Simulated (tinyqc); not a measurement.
Finite-size error of a charged defect in a periodic cell: Madelung and Makov-Payne terms: one step, computed by the program tinyqc.

L is the cube root of the cell volume. The defect charge is a Gaussian, rho(r) = q (2 pi sigma^2)^(-3/2) exp(-r^2/2 sigma^2), repeated periodically in a uniform neutralising background and screened by a continuum. The model cell energy is E(L) = E_0 + [periodic - isolated electrostatic energy].

Task: Madelung energy. Ewald sum for a unit point charge: scale each Cartesian component of the cell by 1/sqrt(eps_i), giving R', G' and V'; E = [ (1/2) sum erfc(eta R')/R' + (2 pi/V') sum exp(-G'^2/4 eta^2)/G'^2 - eta/sqrt(pi) - pi/(2 V' eta^2) ] e^2/(4 pi eps_0) / sqrt(eps_x eps_y eps_z), over n_i = -6..6, omitting n = (0,0,0), eta = 2/V'^(1/3). alpha = -2 E eps_g L/(e^2/(4 pi eps_0)), eps_g = (eps_x eps_y eps_z)^(1/3).

Inputs (values chosen for the exercise, for a model host): charge q = -3 e; cell length L = 13.7 angstrom; dielectric constant eps = 6.63.

Supercell lattice: bcc. Screening: isotropic.

cell vectors (rows) (angstrom):
```
,1,2,3
1,-8.630459,8.630459,8.630459
2,8.630459,-8.630459,8.630459
3,8.630459,8.630459,-8.630459
```

Constants: e^2/(4 pi eps_0) = 14.39964548 eV angstrom.

Give: terms for a unit charge; Madelung constant alpha; point-charge correction -q^2 E.

Result:

terms for a unit charge (eV): real space 0.00132, reciprocal 0.01087, self -0.17888, background -0.06226

Madelung constant alpha = 2.8885

point-charge correction -q^2 E = 2.0606 eV
